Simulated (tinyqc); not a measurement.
Electroplating on a thin resistive seed layer: kinetics, Wagner number and the terminal effect across a wafer. Changing the wafer radius R. Computed by tinyqc, a small Python program. Command: `OMP_NUM_THREADS=1 python tinyqc.py 3121511 3121512 out.jsonl terminal sweep`. One thread of a shared host (Intel(R) Xeon(R) Processor @ 2.30GHz), about 0.04 s of CPU time with the checks.

Current enters the seed at the rim. The bath is treated as a local resistance per area (no lateral flow in the liquid), two electrons per ion, molar volume 7.11 cm^3/mol, Faraday constant F = e N_A, kinematic viscosity 0.01 cm^2/s, omega = 2 pi x rpm/60; k_B T/e is in volts.

Inputs (values chosen for the exercise, of the order of those for copper plating on a thin cobalt or ruthenium seed):
```
quantity                               value         unit
seed thickness t                         100           nm
seed resistivity                           7  microohm cm
bath conductivity kappa                 0.37         S/cm
gap to the anode h                        10           cm
extra resistance of a porous plate         0     ohm cm^2
exchange current density i_0           0.032      mA/cm^2
cathodic transfer coefficient alpha     0.59            -
mean current density                      17      mA/cm^2
diffusivity of the metal ion         6.3e-06       cm^2/s
metal ion concentration                 0.54        mol/L
rotation rate                             30          rpm
temperature T                            298            K
```

Constants: e = 1.602176634e-19 C; N_A = 6.02214076e+23 1/mol; k_B = 8.617333262e-05 eV/K.

Method:
- Growth rate = i V_m/(2 F). Levich limit i_L = 0.62 x 2 F D^(2/3) omega^(1/2) nu^(-1/6) c. Tafel overpotential eta = (k_B T/(alpha e)) ln(i/i_0); kinetic resistance k_B T/(alpha e i); bath resistance h/kappa + plate; R_s = resistivity/t; Wagner number = kinetic resistance x kappa/R.
- Linearised: with R_t = kinetic + bath resistance the current density obeys (1/r)(r i')' = i R_s/R_t, so i = A I_0(r/l), l = sqrt(R_t/R_s); with x = R/l, edge/centre = I_0(x) and edge/mean = x I_0(x)/(2 I_1(x)).
- Voltage drop in the seed for a uniform current: i R_s R^2/4.
- Full model: seed potential phi(r) with (1/r)(r phi')' = R_s i, where i solves phi = R_b i + (k_B T/(alpha e)) ln(i/i_0) (phi being the driving voltage left at r); phi'(0) = 0 and phi'(R) = R_s i_mean R/2. Solved by collocation to a tolerance of 1e-7.

One run for each value:
```
wafer radius R (cm)  edge over centre, full model  edge over centre, linear  drop for uniform current (mV)
2.5                                        1.0373                    1.0373                           18.6
5.0                                        1.1534                    1.1534                           74.4
7.5                                        1.3611                    1.3614                          167.3
10.0                                       1.6829                    1.6849                          297.5
15.0                                       2.8200                    2.8448                          669.4
22.5                                       6.7639                    7.1393                         1506.1
```

Over the rows, edge over centre, full model rises from 1.04 to 6.76 (exponent d ln y / d ln x 0.15 between the first rows and 2.2 between the last); edge over centre, linear rises from 1.04 to 7.14 (exponent d ln y / d ln x 0.15 between the first rows and 2.3 between the last); drop for uniform current (mV) rises from 18.6 to 1510 (exponent d ln y / d ln x about 2.0 throughout).
